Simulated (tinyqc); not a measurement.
Admittance spectroscopy and thermally stimulated current of one trap level in a depletion layer: one step, computed by the program tinyqc.

A Schottky junction on n-type material holds one donor-like electron trap; shallow donors are fully ionised and abrupt depletion edges are assumed.

Task: The capacitance step. With E_c - E_F = k_B T_p ln(N_c/N): lambda = sqrt(2 eps eps_0 (E_t - (E_c - E_F))/(e^2 N)); traps are empty and charged for x < x_t = w - lambda, and V_b = e (N w^2 + N_t x_t^2)/(2 eps eps_0). High frequency: C_hf = eps eps_0/w. Low frequency: C_lf = eps eps_0 (N + N_t)/(N w + N_t x_t).

Inputs (values chosen for the exercise, modelled on n-type silicon): dielectric constant eps = 11.6; shallow doping N = 2.6e+15 1/cm^3; trap density N_t = 2.1e+14 1/cm^3; trap depth E_t below the band = 0.512 eV; band bending V_b = 1 V.

E_c - E_F = k_B T_p ln(N_c/N) = 0.2447291 eV

Constants: eps_0 = 8.8541878128e-12 F/m; e = 1.602176634e-19 C.

Give: lambda; depletion width w; crossing point x_t; C_hf; C_lf; step (C_lf - C_hf)/C_hf; small-N_t estimate (N_t/N)(lambda/w).

Result:

lambda = 363.0 nm

depletion width w = 695.8 nm

crossing point x_t = 332.8 nm

C_hf = 14.76 nF/cm^2

C_lf = 15.36 nF/cm^2

step (C_lf - C_hf)/C_hf = 0.04057

small-N_t estimate (N_t/N)(lambda/w) = 0.04214

Reading N_t/N straight from the step would give 0.0406 against the true 0.0808: the factor lambda/w must be known.
